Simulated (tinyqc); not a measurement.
Effective charge: two electrons on one impurity (helium-like model).

Units Ha* = 2 Ry m/eps^2 and a* = a0 eps/m. One electron is bound by Z^2/2. Two electrons in the singlet built from exp(-a r) and exp(-b r): S = 8 (ab)^(3/2)/(a + b)^3, h_aa = a^2/2 - Z a, h_bb alike, h_ab = S (ab/2 - Z (a + b)/2), J = ab (a^2 + 3ab + b^2)/(a + b)^3, K = 20 (ab)^3/(a + b)^5, E = (h_aa + h_bb + 2 S h_ab + J + K)/(1 + S^2). For a = b this is a^2 - 2 Z a + 5a/8. Real double donors are deeper, since the central cell is left out.

Inputs chosen for the exercise (out of a larger set: near those of impurities in Ge; not measured data):

| symbol | value | unit | meaning |
|---|---|---|---|
| m | 0.17 | m0 | one mean mass |
| eps | 16.2 |  | dielectric constant |
| Zs | (0.97, 1.07, 1.24, 1.56, 1.96, 2.96, 3.73) |  | charges |

Ha* = 17.6266 meV

Binding of the first electron, of the second (-E - Z^2/2) with equal and with unequal orbitals, and U, the first less the second (unequal).

Results (meV):

| Z | first | second, equal | second, unequal | a/b | U | U/(Z Ha*) |
|---|---|---|---|---|---|---|
| 0.97 | 8.3 | -0.67 | 0.08 | 4.09 | 8.2 | 0.481 |
| 1.24 | 13.6 | 1.61 | 2.20 | 2.55 | 11.3 | 0.519 |
| 1.56 | 21.4 | 5.98 | 6.51 | 2.10 | 14.9 | 0.543 |
| 1.96 | 33.9 | 13.99 | 14.48 | 1.85 | 19.4 | 0.561 |
| 2.96 | 77.2 | 46.33 | 46.79 | 1.59 | 30.4 | 0.583 |
| 3.73 | 122.6 | 83.25 | 83.70 | 1.50 | 38.9 | 0.592 |

Give the missing row, Z = 1.07.

Computed row:
```
Z     first  second, equal  second, unequal   a/b    U  U/(Z Ha*)
1.07   10.1           0.02             0.69  3.13  9.4      0.499
```

Equal orbitals bind a second electron only above Z = (5/16)/(1 - 1/sqrt2) = 1.067; unequal ones do so in 7 of the 7 rows. Their gain is 0.75 meV in the first row and 0.45 in the last, while the second binding grows to 84 meV, so the gain decides the matter only near Z = 1. U grows almost linearly with Z: U/(Z Ha*) goes from 0.481 to 0.592, towards 5/8, while the first binding grows as Z^2. Angular correlation is left out: at Z = 1 this function binds the second electron by 0.0133 Ha*, half the exact 0.0278.

Run: tinyqc, `OMP_NUM_THREADS=1 python tinyqc.py 1282061 1282062 out.jsonl`; Intel(R) Xeon(R) Processor @ 2.30GHz, one thread, shared host; about 0.07 s of CPU time with all checks.
